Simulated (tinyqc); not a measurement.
Extended Hueckel theory, for BeH2, step by step. One step of it, computed by the program tinyqc.

Problem. Orbitals. Solve H C = S C e through S^(-1/2); fill by pairs from the bottom, a degenerate level sharing its electrons equally; each orbital has its largest coefficient positive (the first on a tie).

H (eV):
```
             1Be 2s    1Be 2px     1Be 2py    1Be 2pz       2H 1s       3H 1s
1Be 2s   -10.000000   0.000000    0.000000   0.000000  -10.302389  -10.302389
1Be 2px    0.000000  -6.000000    0.000000   0.000000    0.000000    0.000000
1Be 2py    0.000000   0.000000   -6.000000   0.000000  -10.964209   10.964209
1Be 2pz    0.000000   0.000000    0.000000  -6.000000   -1.026670   -1.026670
2H 1s    -10.302389   0.000000  -10.964209  -1.026670  -13.600000   -0.665033
3H 1s    -10.302389   0.000000   10.964209  -1.026670   -0.665033  -13.600000
```

overlap S:
```
           1Be 2s   1Be 2px    1Be 2py   1Be 2pz     2H 1s      3H 1s
1Be 2s   1.000000  0.000000   0.000000  0.000000  0.431637   0.431637
1Be 2px  0.000000  1.000000   0.000000  0.000000  0.000000   0.000000
1Be 2py  0.000000  0.000000   1.000000  0.000000  0.525813  -0.525813
1Be 2pz  0.000000  0.000000   0.000000  1.000000  0.049236   0.049236
2H 1s    0.431637  0.000000   0.525813  0.049236  1.000000   0.024450
3H 1s    0.431637  0.000000  -0.525813  0.049236  0.024450   1.000000
```

valence electrons = 4

Give: orbital energies; occupations; coefficients; sum of one-electron energies.

Solution.

orbital energies (eV): -16.710  -15.214  -6.049  -6.000  6.711  25.324

occupations: 2.000  2.000  0.000  0.000  0.000  0.000

coefficients:
```
           MO1     MO2     MO3    MO4     MO5     MO6
1Be 2s   0.434   0.000  -0.129  0.000   1.171   0.000
1Be 2px  0.000   0.000   0.000  1.000   0.000   0.000
1Be 2py  0.000   0.334   0.000  0.000   0.000   1.482
1Be 2pz  0.018   0.000   0.991  0.000   0.158   0.000
2H 1s    0.472   0.519   0.033  0.000  -0.741  -0.956
3H 1s    0.472  -0.519   0.033  0.000  -0.741   0.956
```

sum of one-electron energies = -63.848 eV
